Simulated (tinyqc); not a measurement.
# Gap voltage and exponent from three temperatures

Problem. At constant current VBE(T) = Vg0 - a T - eta (kB T/q) ln T, where a is a constant. Find Vg0, eta and dVBE/dT at the middle temperature.

Constants: q = 1.602176634e-19 C, kB = 1.380649e-23 J/K. Results are converted to the units shown.

T (K): 300  330  360
VBE at a constant current (V): 0.7039223903  0.6454732109  0.5860826595

Solution. The relation is linear in Vg0, a and eta, so three points give a linear system; the slope is (VBE - Vg0 - eta kB T/q)/T. eta rests on the curvature of VBE(T) alone, so real fits need accuracy of some tens of microvolts or better.

Vg0 = 1.180 V
eta = 4.000
dVBE/dT = -1.964 mV/K

tinyqc, about 0.02 s, one thread, Intel Xeon 2.30GHz (shared host): `OMP_NUM_THREADS=1 python tinyqc.py 2062072 2062073 out.jsonl`
